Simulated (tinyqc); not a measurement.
Inside a calculation. Method: empirical pseudopotential in a few plane waves. One step of it, computed by the program tinyqc.

Task: Bloch Hamiltonian at G. Basis: the 15 shortest G (labels in 2 pi/a), the same at every k. H(G,G') = c |k + G|^2 delta + VS(|G-G'|^2) cos((G-G').tau) + i VA sin((G-G').tau), tau = a/8 (1,1,1); 1 Ry = 13.605693 eV.

Parameters chosen for this model: fcc lattice, atoms at +/- a/8 (1,1,1); form factors in rydberg at |G|^2 in units of (2 pi/a)^2:
```
parameter                 value      unit
a                      5.800000  angstrom
VS(3)                 -0.218000        Ry
VS(8)                  0.042000        Ry
VS(11)                 0.069000        Ry
VA(3)                  0.118000        Ry
VA(4)                  0.065000        Ry
VA(11)                 0.033000        Ry
hbar^2/2m (2 pi/a)^2   4.471227        eV
```

k point G (2 pi / a): 0  0  0

Give: H(k) at G.

Result:

H(k) at G (eV), lower triangle (Hermitian):
```
                 +0+0+0           -1-1-1           -1-1+1           -1+1-1
+0+0+0           0.0000
-1-1-1   2.0973-1.1352i          13.4137
-1-1+1  -2.0973-1.1352i   0.0000+0.8844i          13.4137
-1+1-1  -2.0973-1.1352i   0.0000+0.8844i           0.5714          13.4137
-1+1+1  -2.0973+1.1352i          -0.5714   0.0000+0.8844i   0.0000+0.8844i
+1-1-1  -2.0973-1.1352i   0.0000+0.8844i           0.5714           0.5714
+1-1+1  -2.0973+1.1352i          -0.5714   0.0000+0.8844i           0.0000
+1+1-1  -2.0973+1.1352i          -0.5714           0.0000   0.0000+0.8844i
+1+1+1   2.0973+1.1352i           0.0000          -0.5714          -0.5714
-2+0+0   0.0000-0.8844i  -2.0973+1.1352i  -2.0973-1.1352i  -2.0973-1.1352i
+0-2+0   0.0000-0.8844i  -2.0973+1.1352i  -2.0973-1.1352i   0.6638-0.3175i
+0+0-2   0.0000-0.8844i  -2.0973+1.1352i   0.6638-0.3175i  -2.0973-1.1352i
+0+0+2   0.0000+0.8844i  -0.6638-0.3175i   2.0973+1.1352i  -0.6638+0.3175i
+0+2+0   0.0000+0.8844i  -0.6638-0.3175i  -0.6638+0.3175i   2.0973+1.1352i
+2+0+0   0.0000+0.8844i  -0.6638-0.3175i  -0.6638+0.3175i  -0.6638+0.3175i

                 -1+1+1           +1-1-1           +1-1+1           +1+1-1
-1+1+1          13.4137
+1-1-1           0.0000          13.4137
+1-1+1           0.5714   0.0000+0.8844i          13.4137
+1+1-1           0.5714   0.0000+0.8844i           0.5714          13.4137
+1+1+1   0.0000+0.8844i          -0.5714   0.0000+0.8844i   0.0000+0.8844i
-2+0+0   2.0973-1.1352i   0.6638-0.3175i  -0.6638-0.3175i  -0.6638-0.3175i
+0-2+0  -0.6638-0.3175i  -2.0973-1.1352i   2.0973-1.1352i  -0.6638-0.3175i
+0+0-2  -0.6638-0.3175i  -2.0973-1.1352i  -0.6638-0.3175i   2.0973-1.1352i
+0+0+2  -2.0973+1.1352i  -0.6638+0.3175i  -2.0973+1.1352i   0.6638+0.3175i
+0+2+0  -2.0973+1.1352i  -0.6638+0.3175i   0.6638+0.3175i  -2.0973+1.1352i
+2+0+0   0.6638+0.3175i   2.0973+1.1352i  -2.0973+1.1352i  -2.0973+1.1352i

                 +1+1+1   -2+0+0   +0-2+0   +0+0-2
+1+1+1          13.4137
-2+0+0  -0.6638+0.3175i  17.8849
+0-2+0  -0.6638+0.3175i   0.5714  17.8849
+0+0-2  -0.6638+0.3175i   0.5714   0.5714  17.8849
+0+0+2  -2.0973-1.1352i  -0.5714  -0.5714   0.0000
+0+2+0  -2.0973-1.1352i  -0.5714   0.0000  -0.5714
+2+0+0  -2.0973-1.1352i   0.0000  -0.5714  -0.5714

         +0+0+2   +0+2+0   +2+0+0
+0+0+2  17.8849
+0+2+0   0.5714  17.8849
+2+0+0   0.5714   0.5714  17.8849
```
